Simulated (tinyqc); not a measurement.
# Changing the source 2: bath temperature

Model: precursor delivery and alloy composition in metal-organic vapour-phase epitaxy. Computed by tinyqc, a small Python program. Command: `OMP_NUM_THREADS=1 python tinyqc.py 3013556 3013557 out.jsonl movpe sweep`. One thread of a shared host (Intel(R) Xeon(R) Processor @ 2.30GHz), about 0.01 s of CPU time with the checks.

Carrier gas leaves each bubbler saturated. Group-III species cross a boundary layer and react at the surface; element 2 can also desorb. The film is (1)_(1-x) (2)_x V with a zinc-blende cell.

Inputs (values chosen for the exercise, close to those used for InGaAs from TMGa and TMIn): source 1: a in log10(p/torr) = a - b/T = 8.07; source 1: b = 1703 K; source 1: bath temperature = -9 C; source 1: carrier flow = 13 sccm; source 2: a = 10.52; source 2: b = 3014 K; source 2: carrier flow = 300 sccm; bubbler pressure p_b = 400 torr; group-V hydride flow = 81 sccm; total flow = 15 slm; reactor pressure p = 75 torr; diffusivity D0 at 273.15 K and 760 torr = 0.3 cm^2/s; boundary layer delta = 0.73 cm; prefactor of the surface rate k_s = 5.7e+13 cm/s; energy of k_s = 1.83 eV; prefactor of the loss of element 2 = 3.5e+16 layers/s; energy of the loss = 3.21 eV; lattice constant a = 5.75 angstrom; growth temperature T = 560 C.

Constants: k_B = 1.380649e-23 J/K; k_B = 8.617333262e-05 eV/K.

Method:
- Temperatures in kelvin are T(C) + 273.15.
- Vapour pressure p_v = 10^(a - b/T); precursor flow = carrier flow x p_v/(p_b - p_v); 1 sccm = 44.615 micromol/min; V/III = hydride flow over the sum of both; gas share x_g = F2/(F1 + F2).
- Partial pressure p_i = p F_i/(44615 x total flow in slm); density n_i = p_i/(k_B T), 1 torr = 133.322 Pa; D = D0 (T/273.15)^1.75 (760/p), h = D/delta, the same for both; k_s = prefactor x exp(-energy/(k_B T)); arrival J_i = n_i/(1/h + 1/k_s); in layers per second g_i = J_i a^2/2 (two group-III sites per a^2 on (001)).
- Loss of element 2 is r x with r = prefactor x exp(-energy/(k_B T)). Then x = (g2 - r x)/(g1 + g2 - r x), or r x^2 - (g1 + g2 + r) x + g2 = 0, smaller root; growth rate G = g1/(1 - x) layers/s; one layer is a/2 thick, 1 angstrom/s = 0.36 um/h.
- Distribution coefficient = [x/(1 - x)]/[x_g/(1 - x_g)], x_g = g2/(g1 + g2).

One run for each value:
```
source 2: bath temperature (C)  solid share x  growth rate G (um/h)  gas share x_g
9                                      0.2533                 5.594         0.2534
11                                     0.2875                 5.863         0.2875
13                                     0.3238                 6.177         0.3238
15                                     0.3618                 6.545         0.3618
17                                     0.4010                 6.974         0.4011
19                                     0.4411                 7.474         0.4411
21                                     0.4814                 8.054         0.4814
23                                     0.5214                 8.728         0.5214
25                                     0.5606                 9.508         0.5607
```

Over the rows, solid share x rises from 0.253 to 0.561; growth rate G (um/h) rises from 5.59 to 9.51; gas share x_g rises from 0.253 to 0.561. The vapour pressure rises by about 8.2 % per kelvin, so bath control sets composition control.

Caution (all rows): the lattice constant is held fixed as x changes, delta does not respond to the flow, both precursors share one D and k_s, and gas-phase side reactions are left out.
